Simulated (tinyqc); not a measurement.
Scale length and barrier from the threshold roll-off.

Question. For L well above Lambda the threshold falls by 2 m sqrt(A (A + Vds)) exp(-pi L/(2 Lambda)), A being the height of the source potential over the barrier top; the two values follow this form. Find Lambda and A.

Inputs (values chosen for the exercise): long-channel body factor m = 1; drain voltage Vds = 0.5 V.

threshold lowering at L = 30 and 49 nm (mV): [64.236137, 8.9802492]

Answer. The ratio of the two values gives Lambda; the prefactor gives A (A + Vds), a quadratic with one positive root.

Lambda = 15.17 nm
A = 0.5100 V

Computed by the program tinyqc: `OMP_NUM_THREADS=1 python tinyqc.py 2420149 2420150 out.jsonl`, one thread of a shared Intel Xeon 2.30GHz, about 0.01 s for the whole run.
